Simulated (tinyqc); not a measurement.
Complex band structure along [001] in sp3s* tight binding, step by step. Values are carried at full precision from step to step, so a last printed digit may differ when a step is redone from the rounded ones.

For k = (0, 0, kz) the phase sums are g0 = cos(phi) and g3 = i sin(phi), phi = kz a/4, and the s, pz, s* orbitals of anion (a) and cation (c) decouple from px, py. With z = exp(i phi), H(z) = H0 + z T + T^T/z for any complex z. H0 is diagonal (Esa, Epa, Exa, Esc, Epc, Exc). The anion-cation block is B(z) = z U + W/z and the cation-anion block z W^T + U^T/z, where U has Vss/2 (s,s), Vsapc/2 (s,z), -Vscpa/2 (z,s), Vxx/2 (z,z), Vxapc/2 (s*,z), -Vpaxc/2 (z,s*), and W has the same values with the s-z and s*-z signs reversed. |z| = 1 is a band state, |z| < 1 decays along [001] as exp(-kappa d) over a distance d, kappa = -(4/a) ln|z|. No spin-orbit coupling.

Constants: hbar^2/2m0 = 3.80998211 eV angstrom^2.

Parameters, chosen for this exercise (out of a larger set: near a published set for GaAs, fitted to gaps, whose masses and valley positions are rough (light masses up to twice too heavy); not measured data):
```
symbol  value                                                                                         unit      meaning
p       (-8.392, 1.044, -2.675, 3.65, 8.633, 6.706, -6.489, 1.944, 5.061, 4.497, 5.75, 4.875, 4.806)  eV        order Esa, Epa, Esc, Epc, Exa, Exc, Vss, Vxx, Vxy, Vsapc, Vscpa, Vxapc, Vpaxc
dE      0.64                                                                                          eV        E - Ev
a       5.648                                                                                         angstrom  lattice constant
```

## The layer matrices

Parameters in the order Esa, Epa, Esc, Epc, Exa, Exc, Vss, Vxx, Vxy, Vsapc, Vscpa, Vxapc, Vpaxc. Form H0 and T.

diagonal of H0 (eV): sa -8.3920, za 1.0440, s*a 8.6330, sc -2.6750, zc 3.6500, s*c 6.7060

T (eV):
```
          sa      za      s*a       sc      zc      s*c
sa    0.0000  0.0000   0.0000  -3.2445  2.2485   0.0000
za    0.0000  0.0000   0.0000  -2.8750  0.9720  -2.4030
s*a   0.0000  0.0000   0.0000   0.0000  2.4375   0.0000
sc   -3.2445  2.8750   0.0000   0.0000  0.0000   0.0000
zc   -2.2485  0.9720  -2.4375   0.0000  0.0000   0.0000
s*c   0.0000  2.4030   0.0000   0.0000  0.0000   0.0000
```

## Edges at Gamma

At z = 1 the levels follow from the blocks [[Esa, Vss], [Vss, Esc]] and [[Epa, Vxx], [Vxx, Epc]]: Ev is the lower p root, and the direct gap ends at the lower of the upper roots.

Ev = 0.0067 eV
EG (direct gap) = 1.5505 eV

## Complex wave vectors at one energy in the gap

Solve det(H0 - E + z T + T^T/z) = 0 with E = Ev + dE, as the linear problem [[0, 1], [-T^T, E - H0]] x = z [[1, 0], [0, T]] x. Roots come as z, -z, 1/z and conjugates; list those with 0 < |z| < 1 and Re z, Im z >= 0, by falling |z|. Re kz = arg(z)/(pi/2) in units of 2 pi/a, kappa = -(4/a) ln|z|.

Decaying roots:
```
Re z      Im z     |z|  Re kz (2 pi/a)  kappa (1/angstrom)
0.8702  0.0000  0.8702          0.0000              0.0984
0.1061  0.4173  0.4306          0.8414              0.5968
```

The slowest root has kappa = 0.0984 1/angstrom at Re kz = 0.000: a purely imaginary k at Gamma. The probability falls by exp(-2 kappa d), a factor 7.16 over 1 nm.

## The px, py block

For px and py the determinant gives (E - Epa)(E - Epc) = Vxx^2 cos^2(phi) + Vxy^2 sin^2(phi). With phi = i kappa a/4 this is sinh^2(kappa a/4) = ((E - Epa)(E - Epc) - Vxx^2)/(Vxx^2 - Vxy^2), E = Ev + dE. Parameters in the order Esa, Epa, Esc, Epc, Exa, Exc, Vss, Vxx, Vxy, Vsapc, Vscpa, Vxapc, Vpaxc.

sinh^2(kappa a/4) = 0.11843
kappa of the heavy-hole branch = 0.2392 1/angstrom

This branch decays faster than the slowest root of the s-pz block (0.0984), by a factor 2.43 in kappa.

## Band-edge masses of the same block

From the real bands: m/m0 = c h^2/|E(h) - E(0)| with kz = h = 0.001 1/angstrom for level 2 (light hole) and level 3 (electron) of the 6 x 6 matrix; c = hbar^2/2m0.

masses of this model, from the curvature at Gamma (m0): m_lh 0.0899, m_e 0.1204

These are masses of the nearest-neighbour model without spin-orbit coupling, which is fitted to gaps and often gives the electron too heavy.

## Checks

- Largest distance of a level of the 6 x 6 block at kz = 0.37 (2 pi/a) from a level of the full matrix, against zero (eV): both 0.000000.
- Kappa 0.1 meV above Ev against sqrt(m_lh E/c): both 0.001536.

(tinyqc, `OMP_NUM_THREADS=1 python tinyqc.py 1480757 1480758 out.jsonl`, Intel(R) Xeon(R) Processor @ 2.30GHz, 1 thread, shared host, about 0.01 s.)
